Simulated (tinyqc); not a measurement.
Surface Green function of a two-leg ladder, Sancho-Rubio decimation: two steps of the calculation.

A semi-infinite lead of cells 0, 1, 2, ... with H0 inside a cell and H1 = <cell i|H|cell i + 1>. One rung (site 1 on leg a, site 2 on leg b) is a cell; all hoppings enter with a minus sign. z = E + i eta.

Values chosen for this exercise:
- E = -2.05 eV (energy)
- eta = 0.01 eV (broadening)

Question 1. Decimation. Start with e_s = e = H0, a = H1, b = H1^dagger. Each round: g = (z - e)^(-1); e_s <- e_s + a g b; e <- e + a g b + b g a; a <- a g a; b <- b g b (all with the old a, b). Round k joins cells 2^k apart.

e_s after round 2 (eV):
```
	1	2
1	-1.0526142-0.0249867i	-0.9043544-0.0060543i
2	-0.9043544-0.0060543i	0.3206974-0.0019085i
```

e after round 2 (eV):
```
	1	2
1	-2.1052284-0.0499734i	-1.0987087-0.0121086i
2	-1.0987087-0.0121086i	0.1713947-0.0038169i
```

a after round 2 (eV):
```
	1	2
1	-0.51208140-0.02183289i	-0.11516509-0.00527802i
2	-0.11516509-0.00527802i	-0.03040151-0.00132289i
```

b after round 2 (eV):
```
	1	2
1	-0.51208140-0.02183289i	-0.11516509-0.00527802i
2	-0.11516509-0.00527802i	-0.03040151-0.00132289i
```

Find: g; e_s after round 3; e after round 3; a after round 3; b after round 3.

Answer 1.

g (1/eV):
```
	1	2
1	1.645-0.207i	0.815-0.088i
2	0.815-0.088i	-0.046-0.040i
```

e_s after round 3 (eV):
```
	1	2
1	-0.5211-0.0449i	-0.7829-0.0103i
2	-0.7829-0.0103i	0.3484-0.0028i
```

e after round 3 (eV):
```
	1	2
1	-1.042-0.090i	-0.856-0.021i
2	-0.856-0.021i	0.227-0.006i
```

a after round 3 (eV):
```
	1	2
1	0.5315-0.0199i	0.1214-0.0042i
2	0.1214-0.0042i	0.0277-0.0009i
```

b after round 3 (eV):
```
	1	2
1	0.5315-0.0199i	0.1214-0.0042i
2	0.1214-0.0042i	0.0277-0.0009i
```

Question 2. Self-energy, Dyson check and densities of states. Sigma = H1 g_s H1^dagger is what the lead adds to one more cell, and (z - H0 - Sigma)^(-1) must give g_s back. Densities of states: -Im of the diagonals over pi.

H0 (eV):
```
	1	2
1	0	-0.71
2	-0.71	0.47
```

H1 (eV):
```
	1	2
1	-1	0
2	0	-0.52
```

converged surface Green function g_s (1/eV):
```
	1	2
1	-0.79975800-0.44456921i	-0.26217502-0.19566619i
2	-0.26217502-0.19566619i	-0.50294285-0.08776798i
```

converged bulk Green function (1/eV):
```
	1	2
1	-0.03729229-0.91808573i	0.07709964-0.40272364i
2	0.07709964-0.40272364i	-0.37011734-0.17852280i
```

Find: Sigma; (z - H0 - Sigma)^(-1); surface density of states; bulk density of states.

Answer 2.

Sigma (eV):
```
	1	2
1	-0.7998-0.4446i	-0.1363-0.1017i
2	-0.1363-0.1017i	-0.1360-0.0237i
```

(z - H0 - Sigma)^(-1) (1/eV):
```
	1	2
1	-0.7998-0.4446i	-0.2622-0.1957i
2	-0.2622-0.1957i	-0.5029-0.0878i
```

```
orbital	surface density of states (1/eV)	bulk density of states (1/eV)
1	0.1415	0.2922
2	0.0279	0.0568
```

Numbers from tinyqc (`OMP_NUM_THREADS=1 python tinyqc.py 2680031 2680032 out.jsonl`; about 0.04 s on one thread of a shared Intel Xeon 2.30GHz).
